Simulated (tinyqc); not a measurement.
Straight dislocations in isotropic elasticity: fields, energies, partials, Peierls stress and walls: one step, computed by the program tinyqc.

The line runs along z, the glide plane is y = 0, and beta is the angle between b and the line (0 screw, 90 degrees edge): b_e = b sin(beta) along +x with the extra half plane at y > 0, b_s = b cos(beta). Stress is positive in tension.

Question. Splitting into partials. Shockley partials have b_p = b/sqrt(3) at the angles beta -/+ 30 degrees; their repulsion balances the fault at d = G b_p^2/(8 pi gamma) (2 - nu)/(1 - nu) [1 - 2 nu cos(2 beta)/(2 - nu)].

Inputs (values chosen for the exercise, modelled on gold):

| quantity | value | unit |
|---|---|---|
| shear modulus G | 27.6 | GPa |
| Poisson ratio nu | 0.426 | - |
| Burgers vector b | 2.884 | angstrom |
| stacking-fault energy gamma | 35.4 | mJ/m^2 |

Character: 60-degree.

Give: partial Burgers vector b_p; splitting width d; d/b.

Answer.

partial Burgers vector b_p = 1.6651 angstrom

splitting width d = 2.9968 nm

d/b = 10.391

Widely split: cross-slip and climb need a constriction first.
